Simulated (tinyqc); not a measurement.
From results back to parameters: thresholds of impact ionisation and Auger recombination from band masses. Three cases, with inputs chosen for the exercise.

Problem. For parabolic bands the thresholds of impact ionisation are Eg (1 + 2 mu)/(1 + mu) for electrons and Eg (2 + mu)/(1 + mu) for heavy holes, mu = me/mh. Both are given.

Find: Eg; mu.

Method. The sum is 3 Eg; mu = (E_e - Eg)/(2 Eg - E_e).

Case 1.

thresholds for electrons and holes (eV): 0.433631  0.796369

Solution.

Eg = 0.410 eV
mu = 0.0612

Case 2.

thresholds for electrons and holes (eV): 1.872738  3.023262

Solution.

Eg = 1.632 eV
mu = 0.1730

Case 3.

thresholds for electrons and holes (eV): 0.871586  1.507414

Solution.

Eg = 0.793 eV
mu = 0.1100

Computed by tinyqc, one run a case: `OMP_NUM_THREADS=1 python tinyqc.py N N+1 out.jsonl` with N = 1880964, 1880978, 1880979; one thread of a shared Intel(R) Xeon(R) Processor @ 2.30GHz, about 0.01 s a run at most.
